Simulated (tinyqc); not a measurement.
What each parameter does: coherent potential approximation for a binary alloy with a semi-elliptic band.

Site levels eA = -x d (share 1 - x) and eB = (1 - x) d (share x), so that their mean, the virtual crystal, is 0. Pure band: G0(z) = 2 (z - sqrt(z - W) sqrt(z + W))/W^2 with principal roots, density -Im G/pi per site. The medium has a self-energy S(z), G = G0(z - S), z = E + i eta. t_i = (e_i - S)/(1 - (e_i - S) G); the CPA demands <t> = (1 - x) tA + x tB = 0. Iteration: start at S = 0, set S(new) = S + <t>/(1 + <t> G), stop when |<t>| < 1e-9 eV.

Values chosen for the exercise: W = 2.3 eV (half width of the pure band); x = 0.42 (fraction of B); d = 2.9 eV (eB - eA); eta = 0.046 eV (broadening); E = -0.43 eV (energy).

Converged values at E.

One parameter was then changed.

Results before and after:

| case | Re S (eV) | Im S (eV) | density (1/eV) |
|---|---|---|---|
| base | -1.2228 | -0.8360 | 0.1768 |
| changed | -1.2006 | -0.8628 | 0.1725 |

Which of these changes was made? (a) E = -0.2 eV; (b) d = 3.19 eV; (c) x = 0.47; (d) W = 2.53 eV; (e) eta = 0.092 eV.

Answer: (e) eta = 0.092 eV. Of the candidates, run in turn, only this one gives the changed row.

All candidates:

| case | Re S (eV) | Im S (eV) | density (1/eV) |
|---|---|---|---|
| base | -1.2228 | -0.8360 | 0.1768 |
| W = 2.53 eV | -1.1256 | -0.8929 | 0.1671 |
| x = 0.47 | -1.5282 | -1.1360 | 0.1469 |
| d = 3.19 eV | -1.4735 | -0.8602 | 0.1652 |
| eta = 0.092 eV | -1.2006 | -0.8628 | 0.1725 |
| E = -0.2 eV | -1.4027 | -0.9516 | 0.1523 |

Run: tinyqc, `OMP_NUM_THREADS=1 python tinyqc.py 1452347 1452348 out.jsonl`; Intel(R) Xeon(R) Processor @ 2.30GHz, one thread, shared host; about 0.01 s of CPU time with all checks.
